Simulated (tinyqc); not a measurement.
# Floating body of a partially depleted SOI transistor: body voltage and kink: effects of single changes

Source at 0 V. Channel current Ic = 2 nf K Vt^2 [F(0) - F(Vd)](1 + la Vd), F(V) = ln^2(1 + exp((Vg - VT - nf V)/(2 nf Vt))), VT = VT0 - gb Vb. Saturation voltage Vs = 2 Vt sqrt(F(0)) + 3 Vt, excess Ve = (Vd - Vs + sqrt((Vd - Vs)^2 + 0.0004 V^2))/2, multiplication M1 = Ai Ve exp(-Bl/Ve). Each junction passes D(v) = J1 (exp(v/Vt) - 1) + J2 (exp(v/(2 Vt)) - 1). Bipolar current Ib = bb J1 (exp(Vb/Vt) - 1). The body settles where M1 (Ic + Ib) = D(Vb) + D(Vb - Vd) + Vb/Rb; drain current Id = (1 + M1)(Ic + Ib) - D(Vb - Vd).

Values chosen for this exercise; values of the order met in partially depleted silicon-on-insulator transistors:
- T = 358 K (temperature)
- VT0 = 0.35 V (threshold at zero body voltage)
- gb = 0.12 (fall of the threshold per volt of body voltage)
- nf = 1.4 (slope factor)
- K = 110 uA/(V^2 um) (gain factor per width)
- la = 0.07 1/V (channel-length modulation factor)
- Ai = 3.62 1/V (impact-ionisation prefactor)
- Bl = 7.7 V (impact-ionisation voltage)
- J1 = 2.7e-10 uA/um (diffusion saturation current of each junction)
- J2 = 1.5e-7 uA/um (recombination saturation current of each junction)
- bb = 3 (gain of the lateral bipolar transistor on the diffusion current)
- Rb = 1e9 kohm um (resistance of a weak body tie to the source (1e9 stands for no tie, and the term is then dropped))
- Vg = 0.31 V (gate voltage)
- Vd = 2.1 V (drain voltage)

Constants: q = 1.602176634e-19 C, kB = 1.380649e-23 J/K, Vt = kB T/q. Results are converted to the units shown.

Each table varies one quantity; the others keep the values above.

## Output curve and kink

Rows with more than one solution for Vb (latch) are left out; dId/dVd by a forward difference over 1e-4 V, swing = 1e-4 V over the change of log10 Id; M1 under 1e-12 is printed as 0.

Result of one run:

| Vd (V) | Vb (V) | M1 | Id, floating (uA/um) | Id, grounded (uA/um) | ratio | dId/dVd, floating (uS/um) | dId/dVd, grounded (uS/um) |
|---|---|---|---|---|---|---|---|
| 2 | 0.5780 | 0.1053 | 0.4072 | 0.08860 | 4.596 | 0.7379 | 0.02978 |

What becomes of these results when the drain voltage Vd is changed from 2 to 1 V, all else the same?

Result of the changed run:

| Vd (V) | Vb (V) | M1 | Id, floating (uA/um) | Id, grounded (uA/um) | ratio | dId/dVd, floating (uS/um) | dId/dVd, grounded (uS/um) |
|---|---|---|---|---|---|---|---|
| 1 | 0.3497 | 4.219e-4 | 0.1558 | 0.07479 | 2.084 | 0.1882 | 0.005301 |

The whole series:

| Vd (V) | Vb (V) | M1 | Id, floating (uA/um) | Id, grounded (uA/um) | ratio | dId/dVd, floating (uS/um) | dId/dVd, grounded (uS/um) |
|---|---|---|---|---|---|---|---|
| 0.8 | 0.1838 | 2.517e-5 | 0.1095 | 0.07377 | 1.484 | 0.2559 | 0.004929 |
| 1 | 0.3497 | 4.219e-4 | 0.1558 | 0.07479 | 2.084 | 0.1882 | 0.005301 |
| 1.2 | 0.4330 | 0.002694 | 0.1874 | 0.07596 | 2.466 | 0.1385 | 0.006664 |
| 1.4 | 0.4838 | 0.01000 | 0.2150 | 0.07756 | 2.772 | 0.1460 | 0.009650 |
| 1.6 | 0.5207 | 0.02664 | 0.2493 | 0.07995 | 3.118 | 0.2076 | 0.01456 |
| 1.8 | 0.5507 | 0.05708 | 0.3038 | 0.08351 | 3.638 | 0.3587 | 0.02135 |
| 2 | 0.5780 | 0.1053 | 0.4072 | 0.08860 | 4.596 | 0.7379 | 0.02978 |
| 2.2 | 0.6069 | 0.1742 | 0.6550 | 0.09551 | 6.858 | 2.057 | 0.03953 |

Vb rises from 0.184 to 0.607 V and the ratio of the currents rises from 1.48 to 6.86. The output conductance with a floating body exceeds the grounded value by the largest factor among the rows, 52.0, at Vd = 2.2 V, where Vb = 0.607 V and M1 = 0.174.

## Transfer curve and swing

Same model as above.

Results:

| Vg (V) | Vb (V) | M1 | Id, floating (uA/um) | Id, grounded (uA/um) | ratio | swing, floating (mV/decade) | swing, grounded (mV/decade) |
|---|---|---|---|---|---|---|---|
| -0.1 | 0.1813 | 0.1567 | 1.957e-5 | 1.170e-5 | 1.673 | 84.35 | 101.0 |
| 0 | 0.3317 | 0.1562 | 3.315e-4 | 1.157e-4 | 2.865 | 79.23 | 100.5 |
| 0.1 | 0.4475 | 0.1546 | 0.005599 | 0.001128 | 4.965 | 86.50 | 102.2 |
| 0.3 | 0.5872 | 0.1385 | 0.4270 | 0.07636 | 5.592 | 143.2 | 123.8 |
| 0.4 | 0.6251 | 0.1212 | 1.609 | 0.3997 | 4.025 | 215.1 | 160.5 |
| 0.5 | 0.6475 | 0.1016 | 3.873 | 1.353 | 2.862 | 321.3 | 225.8 |
| 0.6 | 0.6605 | 0.08292 | 7.094 | 3.207 | 2.212 | 449.3 | 316.8 |
| 0.7 | 0.6680 | 0.06635 | 11.10 | 6.009 | 1.847 | 586.0 | 423.7 |

Estimate the missing row, Vg = 0.2 V.

Computed row:

| Vg (V) | Vb (V) | M1 | Id, floating (uA/um) | Id, grounded (uA/um) | ratio | swing, floating (mV/decade) | swing, grounded (mV/decade) |
|---|---|---|---|---|---|---|---|
| 0.2 | 0.5288 | 0.1497 | 0.06368 | 0.01020 | 6.240 | 105.4 | 107.9 |

With this row back in the table: Vb rises from 0.181 to 0.668 V. The smallest swing among the rows is 79.2 mV a decade with a floating body (at Vg = 0 V) and 100 with a grounded one; Vt ln 10 = 71.0. The floating swing is smaller by more than 3 % for Vg = -0.1, 0, 0.1 V, where the rising Vb lowers the threshold as Vg rises. In the first row the floating body raises the current by a factor of 1.67.

Range of the model: The multiplication law is an empirical form chosen for the exercise; self-heating and capacitive coupling to the body are left out, and the linear laws are rough once Vb passes about 0.7 V or M1 about 0.1.

Numbers from tinyqc (`OMP_NUM_THREADS=1 python tinyqc.py 2182046 2182047 out.jsonl`; about 0.2 s on one thread of a shared Intel Xeon 2.30GHz).
